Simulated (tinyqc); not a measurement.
What moves the results: two-node Weyl semimetal on a cubic lattice and its slab. A value that a table varies takes the place of the one given here.

H = d.s with dx = t sin kx, dy = t sin ky, dz = m (2 - cos kx - cos ky) + M(kz), M = tz (cos k0 - cos kz), k in 1/a. Nodes at (0, 0, +/-k0). Berry curvature of the lower band along z: Omega = d.(dd/dkx x dd/dky)/(2|d|^3), in the sense curl of i<u|grad u>.

Slab of N layers along x with hard walls: layer block t sin(ky) sy + (m (2 - cos ky) + M(kz)) sz, block to the next layer t sx/(2i) - m sz/2.

Values chosen for the exercise: t = 0.57 eV (hopping in sx and sy); m = 0.74 eV (mass term); tz = 0.79 eV (hopping along z); k0 = 1.39 1/a (position of the nodes); k = (0.64, -0.55, 2.45) 1/a (wave vector).

## Planes of fixed kz and the Fermi arc

C is the sum of Omega over a 24 x 24 mesh, k = (j + 1/2) 2 pi/24, times (2 pi/24)^2/(2 pi). Slab of 30 layers at ky = 0: lowest positive level and weight of the middle pair on the two outer layers.

Against kz:
```
kz (1/a)   M (eV)       C  slab level (eV)  surface weight
0.000     -0.6479  -1.000          0.00000           0.968
0.400     -0.5856  -1.000          0.00000           0.940
0.800     -0.4083  -1.000          0.00000           0.786
1.200     -0.1442  -0.999          0.00003           0.346
1.600      0.1651  -0.004          0.17625           0.008
2.000      0.4708   0.000          0.47763           0.003
2.400      0.7246   0.000          0.73041           0.002
2.800      0.8864   0.000          0.89188           0.002
3.142      0.9321   0.000          0.93744           0.002
```

C is -1 for kz below k0 = 1.39 and 0 above, within 0.004 on this mesh. Where C = -1 the slab has a level near zero (exactly zero for a thick slab) on its faces (weight 0.97 at kz = 0): these points form the arc from -k0 to +k0, of length 2.78/a. Towards the node M goes to zero and the state spreads into the bulk; beyond it the level follows M, raised by the confinement in the slab.

## Hybridisation of the two arcs

ky = 0, kz = 0; lowest positive level against the number of layers. On a half space the amplitudes are z1^n - z2^n with z the roots of (t + m) z^2/2 - (m + M) z + (m - t)/2 = 0.

Level:
```
N      E (eV)
3     0.02141
4    0.006050
5    0.003623
6   0.0002759
8   3.572e-05
10  1.321e-05
12  2.566e-06
```

z1, z2: 0.0703+0.3533i  0.0703-0.3533i

The larger root has |z| = 0.3602, so the level should fall by about |z|^2 = 0.13 for two more layers; from 10 to 12 it changes by a factor 0.194. The roots are complex, so the fall carries an oscillation.

## What each parameter does

|E| and Omega at k, the velocity tz sin(k0) and k0/pi. Each row changes one parameter from the base and keeps the others.

Results:
```
case            |E| (eV)  Omega (a^2)  vz (eV a)  |sigma_xy| (e^2/(h a))
base              1.1031       0.0364     0.7771                  0.4425
t = 0.627 eV      1.1224       0.0418     0.7771                  0.4425
m = 0.666 eV      1.0799       0.0415     0.7771                  0.4425
tz = 0.869 eV     1.1720       0.0355     0.8548                  0.4425
k0 = 1.529 1/a    1.0047       0.0362     0.7893                  0.4867
```

The largest shifts from the base row, up to three for each result and ties (the steps differ in size, so this ranks the rows, not the parameters). |E| (eV): k0 -0.0985, tz +0.0689, m -0.0233. Omega (a^2): t +0.0054, m +0.0051, tz -0.0009. vz (eV a): tz +0.0777, k0 +0.0122; unchanged at the printed digits by t and m. |sigma_xy| (e^2/(h a)): k0 +0.0442; unchanged at the printed digits by t, m and tz. The Hall conductivity depends on the separation of the nodes alone, with EF at the nodes and no further nodes.

(tinyqc, `OMP_NUM_THREADS=1 python tinyqc.py 1481246 1481247 out.jsonl`, Intel(R) Xeon(R) Processor @ 2.30GHz, 1 thread, shared host, about 0.2 s.)
